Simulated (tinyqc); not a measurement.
# Debye-Callaway model of lattice thermal conductivity, step by step

A worked calculation. Computed by tinyqc, a small Python program that keeps every step. Command: `OMP_NUM_THREADS=1 python tinyqc.py 3018768 3018769 out.jsonl callaway walk`. One thread of a shared host (Intel(R) Xeon(R) Processor @ 2.30GHz), about 0.01 s of CPU time with the checks. Intermediate numbers are printed to about 6 digits and carried at full precision; extremes and crossings named in words are read from the listed rows.

Three acoustic branches with one velocity v, cut at omega_D = k_B Theta/hbar; x = hbar omega/(k_B T). v and Theta are separate inputs: Theta cuts off the heat-carrying modes, so C need not reach 3 k_B/V. gamma is an effective value that sets the umklapp rate. Heat flows along the wire.

Inputs (values chosen for the exercise, modelled on silicon): sound velocity v = 6490 m/s; Debye temperature Theta = 670 K; volume per atom V = 20 angstrom^3; mean atomic mass M = 28.09 u; effective Grueneisen parameter gamma = 2.09; umklapp exponent divisor b = 3; vacancy fraction n_v = 2.4e-05; wire diameter D = 0.32 micrometre; specularity p = 0.8; normal-process factor f_N = 3.8; temperature T = 600 K; probe frequency omega/omega_D = 0.37.

Sample: wire. Point defects: vacancies. Normal processes: included.

Constants: k_B = 1.380649e-23 J/K; hbar = 1.054571817e-34 J s; u = 1.6605390666e-27 kg.

## Mass-fluctuation parameter

A vacancy counts as a mass defect Delta M/M = -3 (the missing mass and twice its bonds), so Gamma = 9 n_v. A = V Gamma/(4 pi v^3).

Gamma = 2.16e-04

Rayleigh coefficient A = 1.25759e-45 s^3

## Scattering rates at one frequency

Rates: point defects A omega^4; umklapp B omega^2 T exp(-Theta/(b T)) with B = hbar gamma^2/(M v^2 Theta); normal processes f_N B omega^2 T (T/Theta)^2. Boundaries: v/Lambda_B with Lambda_B = D (1 + p)/(1 - p). The resistive time is tau_R = 1/(boundary + point-defect + umklapp rates), and the free path is v tau_R.

omega = 3.24552e+13 rad/s

Rates:
```
process         rate (1/s)  rate x tau_R
boundaries     2.25347e+09     0.0144381
point defects  1.39532e+09    0.00893990
umklapp        1.52429e+11      0.976622
normal         6.73998e+11       4.31834
```

tau_R = 6.40705e-12 s

free path = 41.5818 nm

The strongest resistive process at this frequency: umklapp, 98 % of the resistive rate.

## The integrand on a coarse grid

x runs in ten equal steps to min(Theta/T, 12); g = x^4 e^x/(e^x - 1)^2; tau_C is the inverse of all rates summed; the last column is c tau_C g with c = (k_B/(2 pi^2 v)) (k_B T/hbar)^3.

Integrand:
```
x              g    tau_C (s)  c tau_C g (W/(m K))
0.11167  0.01246  1.59673e-11              10.3899
0.22333  0.04967  4.10102e-12              10.6409
0.33500  0.11118  1.83096e-12              10.6340
0.44667  0.19623  1.03089e-12              10.5671
0.55833  0.30376  6.59593e-13              10.4663
0.67000  0.43248  4.57640e-13              10.3388
0.78167  0.58082  3.35782e-13              10.1879
0.89333  0.74702  2.56657e-13              10.0155
1.00500  0.92914  2.02394e-13               9.8234
1.11667  1.12507  1.63574e-13               9.6134
```

Among these rows the integrand is largest at x = 0.22.

## Thermal conductivity

kappa_1 = c int tau_C g dx, g = x^4 e^x/(e^x - 1)^2, c = (k_B/(2 pi^2 v)) (k_B T/hbar)^3, over 0 < x < min(Theta/T, 40), by 96 Gauss-Legendre points in s with x = x_max s^2; 1/tau_C = 1/tau_R + 1/tau_N; kappa_2 = c [int (tau_C/tau_N) g dx]^2 / int (tau_C/(tau_N tau_R)) g dx; kappa = kappa_1 + kappa_2. Heat capacity C = 3 c int g dx / v^2; grey free path 3 kappa/(C v); the median free path v tau_C halves kappa_1 when the quadrature points are ordered by free path (each counted at half its weight, interpolated in the logarithm); likewise at 10 % and 90 %.

kappa_1 = 11.2399 W/(m K)

kappa_2 = 26.6032 W/(m K)

kappa = 37.8431 W/(m K)

heat capacity C = 1.62384e+06 J/(m^3 K)

grey free path = 10.7726 nm

median free path = 4.26838 nm

free path at 10 % of kappa_1 = 1.32382 nm

free path at 90 % of kappa_1 = 72.1046 nm

The median free path is 0.40 times the grey one. The middle 80 % of kappa_1 spans a factor 54 in free path. The Callaway term kappa_2 is 70 % of the total.

## Leaving out one process at a time

The formulas are those given above.

Conductivity at T:
```
case                   kappa (W/(m K))  ratio to all
all processes                  37.8431             1
without point defects          39.3099       1.03876
without boundaries             38.3335       1.01296
without umklapp                687.029       18.1547
```

Removing umklapp raises kappa most, by a factor 18.2; removing boundaries gives only 1.01.

## Conductivity against temperature

The boundary limit is C v^2/(3 x boundary rate), with C = 3 c int g dx / v^2.

Kappa (W/(m K)):
```
T (K)  all processes  without point defects  boundary limit
6.7         0.838007               0.838437        0.838437
13           6.08200                6.12458         6.12458
23           32.1118                33.9161         33.9180
40           134.928                175.262         178.376
67           315.003                511.501         815.776
110          326.422                452.669         2772.84
200          179.145                206.952         6509.15
340          85.4560                91.8666         8928.69
540          43.8652                45.7754         9974.53
870          22.9570                23.5527         10446.8
```

kappa peaks among these rows at 110 K (T/Theta = 0.164) with 326 W/(m K). The exponent d ln kappa/d ln T is 2.99 at the cold end, the T^3 law of boundary scattering, and -1.36 at the hot end. The normal rate is taken to grow as T^3 at all T, which overstates it above Theta. Point defects cost most at 67 K, a factor 1.62.

Checks made by the program: heat capacity against the Debye function (relative difference below 1e-10).
